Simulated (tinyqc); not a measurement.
# On-chip interconnect, size-dependent resistivity and RC delay: two metals against line width

A rectangular line between two neighbours and two ground planes. Surface and grain-boundary scattering are added to the bulk resistivity as corrections; capacitances are parallel-plate values without fringing; inductance is ignored.

Metal width x = wd - 2 tl, height y = AR wd - tl; grain boundaries (Mayadas-Shatzkes): al = (lam/(gr x)) Rg/(1 - Rg), g = 1/[1 - 3 al/2 + 3 al^2 - 3 al^3 ln(1 + 1/al)] - 1; surfaces (Fuchs-Sondheimer, thick limit): s = (3/8) lam (1 - ps)(1/x + 1/y); rho = rho0 (1 + g + s); r = rho/(x y). The second metal has rho2, lam2 and tl2 in place of rho0, lam and tl; ps, Rg, gr and AR are shared.

Values chosen for this exercise; metal values close to those of copper:
- rho0 = 1.67 uohm cm (bulk resistivity)
- lam = 40.6 nm (bulk mean free path)
- ps = 0 (specular share of surface scattering)
- Rg = 0.25 (reflection coefficient of grain boundaries)
- gr = 1 (grain size over the metal width)
- AR = 1.9 (aspect ratio, height over width)
- tl = 2.1 nm (liner on both walls and the bottom, not conducting)
- sp = 100 nm (space to the neighbouring lines)
- hd = 130 nm (dielectric height to the planes above and below)
- ek = 4.2 (relative permittivity of the dielectric)
- Mf = 1 (Miller factor of the neighbours)
- rho2 = 6.26 uohm cm (bulk resistivity of the second metal (close to cobalt))
- lam2 = 11.6 nm (mean free path of the second metal)
- tl2 = 0 nm (liner of the second metal)

Constants: eps0 = 8.8541878128e-12 F/m. Results are converted to the units shown.

Results:
```
wd (nm),"rho, first (uohm cm)","rho, second (uohm cm)","r, first (ohm/um)","r, second (ohm/um)",ratio second/first
6.5,28.409,17.849,12051,2223.5,0.18451
8,18.329,15.699,3682.0,1291.0,0.35063
10,12.845,13.831,1310.4,727.95,0.55550
13,9.1923,12.102,462.20,376.90,0.81543
17,6.9281,10.742,179.22,195.62,1.0915
22,5.4993,9.7331,77.822,105.84,1.3600
45,3.3827,7.9697,9.9411,20.714,2.0837
70,2.7432,7.3628,3.1849,7.9084,2.4831
120,2.2856,6.9052,0.87374,2.5238,2.8885
```

Estimate the missing row, wd = 30 nm.

Computed row:
```
wd (nm),"rho, first (uohm cm)","rho, second (uohm cm)","r, first (ohm/um)","r, second (ohm/um)",ratio second/first
30,4.3446,8.8151,30.673,51.550,1.6807
```

With this row back in the table: The resistivity of the first metal falls from 28.4 to 2.29 uohm cm and that of the second goes from 17.8 to 6.91 uohm cm as the line widens. The products rho0 lam, which set the size effect, are 67.8 and 72.6 uohm cm nm. The two resistances cross at wd = 15.6 nm: below it the second metal gives the lower line resistance. For widths well under the mean free path the thick-limit surface term is only a guide.

tinyqc, about 0.01 s, one thread, Intel Xeon 2.30GHz (shared host): `OMP_NUM_THREADS=1 python tinyqc.py 2100078 2100079 out.jsonl`
